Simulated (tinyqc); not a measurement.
Magnetisation curve: two coupled magnetic layers: synthetic antiferromagnet, spin flop, exchange bias and magnetoresistance. Computed by tinyqc, a small Python program. Command: `OMP_NUM_THREADS=1 python tinyqc.py 3003314 3003315 out.jsonl saf walk`. One thread of a shared host (Intel(R) Xeon(R) Processor @ 2.30GHz), about 0.3 s of CPU time with the checks.

Moments lie in the plane at the angles p1, p2 from the field. Energy per area: E = J1 cos(p1 - p2) + J2 cos^2(p1 - p2) - B M_s (t1 cos p1 + t2 cos p2) + K (t1 sin^2 p1 + t2 sin^2 p2).

Inputs (values chosen for the exercise, for a model stack): saturation magnetisation M_s = 1480 kA/m; thickness t1 = 4.8 nm; thickness t2 = 4.8 nm; antiferromagnetic coupling J1 = 0.26 mJ/m^2; biquadratic coupling J2 = 0 mJ/m^2; in-plane anisotropy K = 5.6 kJ/m^3; field over the saturation field = 0.62.

Field direction: along the easy axis.

Method. The parallel state is stable while the Hessian at p1 = p2 = 0 is positive: with c = J1 + 2 J2 and u = B M_s + 2K, (u t1 - c)(u t2 - c) > c^2, so B_sat M_s = c (1/t1 + 1/t2) - 2K. B_K = 2K/M_s. The lowest minimum of E over both angles (from five starts; of two mirror images the one with p1 >= 0, and for equal layers |p1| <= |p2|).

saturation field B_sat = 65.6306 mT

Equilibrium states:
```
B/B_sat  B (mT)  p1 (degrees)  p2 (degrees)  m/m_sat
0.02      1.313         0.000       -180.00   0.0000
0.06      3.938         0.000       -180.00   0.0000
0.12      7.876         0.000       -180.00   0.0000
0.20     13.126         0.000       -180.00   0.0000
0.30     19.689         0.000       -180.00   0.0000
0.45     29.534        63.256        -63.26   0.4500
0.60     39.378        53.130        -53.13   0.6000
0.80     52.505        36.870        -36.87   0.8000
0.95     62.349        18.195        -18.19   0.9500
1.10     72.194         0.000          0.00   1.0000
```

The collinear state is the lowest in 5 row(s), with m/m_sat = (t1 - t2)/(t1 + t2) = 0.000; then the moments are canted and close at B_sat. The largest gap between m/m_sat and B/B_sat in the canted rows is 0.000.

Extremes, crossings and ranges named in words are read from the listed rows.
